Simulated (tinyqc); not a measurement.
# Thin-body transistor below threshold, two-dimensional Poisson equation on a small mesh: what changes with what

A thin body on a thick buried insulator of low permittivity, taken as carrying no normal field at the bottom of the body (row 0). Mobile charge is neglected (subthreshold), the body is fully depleted, and potentials are counted from the intrinsic level; rows run upward to the gate, columns from source to drain.

Values chosen for this exercise; semiconductor permittivity close to that of In0.53Ga0.47As: temperature T = 300 K; relative permittivity of the semiconductor eps_r = 13.9; relative permittivity of the insulator eox = 22; body thickness tb = 4 nm; insulator thickness tox = 3.4 nm; channel length L = 17 nm; acceptor density of the depleted body Na = 2.4e18 cm^-3; potential of the source Vbi = 0.56 V; gate offset Vfb = 0 V; gate voltage Vg = 0 V; drain voltage Vd = 0.05 V.

Constants: q = 1.602176634e-19 C, kB = 1.380649e-23 J/K, Vt = kB T/q, eps0 = 8.8541878128e-14 F/cm where lengths are in cm. Results are converted to the units shown.

Each table varies one quantity; the others keep the values above.

## Refining the mesh

The mesh has 2 c steps in the semiconductor (rows from 0 up to the interface), c steps in the insulator and 8 c along the channel, each uniform. Box integration, divided by eps0: up_i = eps hy/h of the interval above row i, dn_i = that of the interval below (0 for row 0), lat_i = (sum of eps h/2 over the intervals above and below)/hy, s_i = -q Na w_i hy/eps0 with w_i the semiconductor height of the box (hs/2 for row 0 and the interface row, hs between, 0 in the insulator). Each free node obeys (up + dn + 2 lat) psi = up psi(above) + dn psi(below) + lat [psi(left) + psi(right)] + s. Fixed values: gate row Vg - Vfb; column 0 at Vbi and the last column at Vbi + Vd in the semiconductor, each running linearly to Vg - Vfb across the insulator. The system is solved directly; psi is read on row 0 at mid-channel.

Refining the mesh:

| c | unknowns | psi at mid-channel (V) | d psi/dVg |
|---|---|---|---|
| 1 | 21 | 0.16261 | 0.65663 |
| 2 | 90 | 0.14661 | 0.68274 |
| 3 | 207 | 0.14355 | 0.68773 |
| 4 | 372 | 0.14247 | 0.68948 |
| 6 | 846 | 0.14170 | 0.69074 |
| 8 | 1512 | 0.14143 | 0.69118 |
| 12 | 3420 | 0.14124 | 0.69149 |

What does the table show?

psi at mid-channel goes from 0.1626 V on the coarsest mesh to 0.1412 V on the finest, a difference of 21 mV. d psi/dVg changes by 0.026 from c = 1 to 2, by 0.0067 from 2 to 4 and by 0.0017 from 4 to 8, a ratio of 4.0 between the last two, near the 4 of a second-order scheme.

## Effect of the relative permittivity of the insulator

Mesh: rows i = 0..12 in the semiconductor (step hs = tb/12, row 12 on the interface), then 8 step(s) ho = tox/8 up to the gate row 20; columns j = 0..80 (step hy = L/80). The system is solved directly. On row 0 the minimum of psi and its place come from a parabola through the three lowest nodes; barrier = Vbi - minimum, swing = Vt ln 10/(d psi/dVg), DIBL = (d psi/dVd)/(d psi/dVg) there. Lambda = pi/k with k the smallest positive root of tan(k tox) tan(k tb) = eox/eps_r.

Effect of the relative permittivity of the insulator:

| eox | L/Lambda | barrier (V) | place y/L | swing (mV/decade) | DIBL (mV/V) |
|---|---|---|---|---|---|
| 3.9 | 0.7140 | 0.2706 | 0.4815 | 156.7 | 774.7 |
| 5.9 | 0.8459 | 0.3121 | 0.4844 | 127.5 | 543.9 |
| 8.8 | 0.9839 | 0.3504 | 0.4865 | 108.8 | 395.2 |
| 13 | 1.124 | 0.3834 | 0.4881 | 96.58 | 297.5 |
| 20 | 1.280 | 0.4131 | 0.4894 | 87.65 | 226.0 |
| 30 | 1.420 | 0.4346 | 0.4903 | 82.17 | 181.9 |

Read the table: what changes, and by how much?

As eox goes from 3.9 to 30, the barrier rises from 0.271 to 0.435 V, the swing falls from 157 to 82.2 mV a decade and DIBL falls from 775 to 182 mV/V; the ideal swing is 59.5. L/Lambda goes from 0.71 to 1.4. In every row the body is under 5 nm thick, where quantum confinement matters.

## Effect of the gate voltage

Same model as above.

Effect of the gate voltage:

| Vg (V) | L/Lambda | barrier (V) | place y/L | swing (mV/decade) | DIBL (mV/V) |
|---|---|---|---|---|---|
| -0.2 | 1.313 | 0.5570 | 0.4922 | 86.14 | 216.2 |
| -0.12 | 1.313 | 0.5017 | 0.4913 | 86.14 | 215.4 |
| -0.04 | 1.313 | 0.4464 | 0.4903 | 86.15 | 214.5 |
| 0.04 | 1.313 | 0.3911 | 0.4890 | 86.16 | 213.3 |
| 0.12 | 1.313 | 0.3358 | 0.4872 | 86.17 | 211.8 |
| 0.2 | 1.313 | 0.2806 | 0.4848 | 86.19 | 209.7 |

What does the comparison show?

As Vg goes from -0.2 to 0.2 V, the barrier falls from 0.557 to 0.281 V, the swing stays near 86.2 mV a decade and DIBL falls from 216 to 210 mV/V; the ideal swing is 59.5. The barrier top moves from y/L = 0.492 to 0.485. In every row the body is under 5 nm thick, where quantum confinement matters.

Numbers from tinyqc (`OMP_NUM_THREADS=1 python tinyqc.py 2480172 2480173 out.jsonl`; about 0.1 s on one thread of a shared Intel Xeon 2.30GHz).
